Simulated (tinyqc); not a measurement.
# Resistance of a tapered via with liner, size effect and interface, step by step

Program tinyqc, `OMP_NUM_THREADS=1 python tinyqc.py 2750090 2750091 out.jsonl`; Intel Xeon 2.30GHz, shared host, one thread, about 0.01 s. Printed values are rounded.

A round via whose diameter grows from db at the bottom as D(z) = db + 2 z/tan(ang). The fill, of diameter D - 2 tl, starts above the bottom liner (thickness fb tl) and has rho = rho0 (1 + ks lam/(D - 2 tl)); the sidewall liner conducts in parallel with it. The bottom liner and the interface are crossed over the full area pi db^2/4. Spreading in the lines above and below is left out.

Values chosen for this exercise; fill metal close to ruthenium:
- db = 14 nm (diameter at the bottom)
- hv = 48 nm (height)
- ang = 86 degrees (sidewall angle)
- rho0 = 7.84 uohm cm (bulk resistivity of the fill)
- lam = 6.64 nm (mean free path of the fill)
- ks = 0.7 (size-effect factor)
- tl = 0 nm (liner on the sidewall)
- fb = 0.7 (liner at the bottom over that on the sidewall)
- rl = 160 uohm cm (resistivity of the liner)
- ri = 2.2e-12 ohm cm^2 (interface resistivity at the bottom)
- Sb = 1.5e15 S/m^2 (ballistic conductance per area, about 3/(4 rho0 lam))

## Slices of the via

Slices between z0 = fb tl and hv, evaluated at their midpoints: conductance per length pi/4 [(D - 2 tl)^2/rho + (D^2 - (D - 2 tl)^2)/rl], slice resistance = slice height over that. 10 slices.

```
slice  z (nm)   D (nm)  rho (uohm cm)  slice resistance (ohm)
0         2.4  14.3356        10.3819                 3.08742
1         7.2  15.0069        10.2682                 2.78652
2          12  15.6782        10.1643                 2.52716
3        16.8  16.3495        10.0688                 2.30207
4        21.6  17.0208        9.98092                 2.10552
5        26.4  17.6921        9.89969                 1.93291
6        31.2  18.3634        9.82440                 1.78053
7          36  19.0347        9.75441                 1.64535
8        40.8  19.7060        9.68920                 1.52490
9        45.6  20.3773        9.62828                 1.41712
```

## Total resistance

R_fill = sum of the slices; R_bottom = rl fb tl/(pi db^2/4); R_interface = ri/(pi db^2/4); ballistic (Sharvin) limit 1/(Sb pi (db - 2 tl)^2/4); ideal cylinder rho0 hv/(pi db^2/4).

parts (ohm): fill 21.1095, bottom liner 0, interface 1.42915
R = 22.5386 ohm
shares (%): fill 93.6591, bottom liner 0.0000, interface 6.3409
ballistic limit = 4.33075 ohm
ideal cylinder = 24.4462 ohm

The fill is the largest part, and R is 0.922 times the ideal cylinder. With 2000 slices R = 22.549 ohm.
